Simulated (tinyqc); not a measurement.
Which input was changed? Model: permeation of metal atoms or ions through a thin barrier or dielectric: time lag, field-aided drift and lifetime. Computed by tinyqc, a small Python program. Command: `OMP_NUM_THREADS=1 python tinyqc.py 3020153 3020154 out.jsonl barrier which`. One thread of a shared host (Intel(R) Xeon(R) Processor @ 2.30GHz), about 0.2 s of CPU time with the checks.

The film 0 < x < d is empty at first; C = C0 at x = 0 and C = 0 at x = d. dC/dt = D d2C/dx2 - v dC/dx with drift v = D z e V/(k_B T d) (uniform field, no space charge).

Inputs (values chosen for the exercise, for a model case: singly charged ions through a dielectric):
```
quantity                                   value    unit
thickness d                                   82      nm
prefactor D0                             8.2e-09  cm^2/s
activation energy E                        0.732      eV
concentration at the source side C0      2.5e+14  1/cm^3
charge number z                                1       -
voltage V (positive drives ions across)    0.068       V
critical dose Q_c                          3e+07  1/cm^2
test temperature T                           300       C
use temperature T_u                           70       C
```

Constants: k_B = 8.617333262e-05 eV/K.

Method:
- D = D0 exp(-E/(k_B T)); time scale d^2/D; Peclet number P = z V/(k_B T), k_B T in eV; 1 nm = 1e-7 cm.
- Temperatures in kelvin are T(C) + 273.15.
- Steady flux J = (D C0/d) P/(1 - exp(-P)); time lag in units of d^2/D: s_L = [P (1 + exp(-P))/(1 - exp(-P)) - 2]/P^2 (P = 0: J = D C0/d, s_L = 1/6).
- Dose through the film Q(s) = C0 d {f (s - s_L) - 2 exp(P/2) sum_(n=1..200) (-1)^n n^2 pi^2 exp(-l_n s)/l_n^2}, l_n = n^2 pi^2 + P^2/4, f = P/(1 - exp(-P)) the relative flux.
- Solve Q = Q_c for s. At the use temperature D and P take T_u, with the same C0 and V; 1 year = 3.15576e7 s.

Problem. One of these inputs alone was changed, within the range given: activation energy E (0.5 to 1.464); concentration at the source side C0 (1.25e+14 to 5e+14); critical dose Q_c (1.5e+07 to 6e+07); test temperature T (150 to 400). Which one, and to what value?

Results:
```
run     time lag (s)  failure time at T (s)  steady flux J (1/(cm^2 s))
before       3621.57                2216.22                    168486.6
after       33404.85               20126.88                     19578.9
```

Solution.

Each candidate set to reproduce time lag, and what it then gives:
```
candidate                                        range searched  value needed  failure time at T (s)  steady flux J (1/(cm^2 s))
activation energy E (eV)                           0.5 to 1.464        0.8417                  20442                       18266
concentration at the source side C0 (1/cm^3)  1.25e+14 to 5e+14     no effect                      -                           -
critical dose Q_c (1/cm^2)                     1.5e+07 to 6e+07     no effect                      -                           -
test temperature T (C)                               150 to 400         225.0                  20127                       19579
```

Only test temperature T fits every result: it went from 300 to 225 C. The next best candidate, activation energy E, misses one result by 6.7 %.

Caution: grain boundaries, pinholes, trapping and space charge are left out; thin real barriers usually fail at defects.
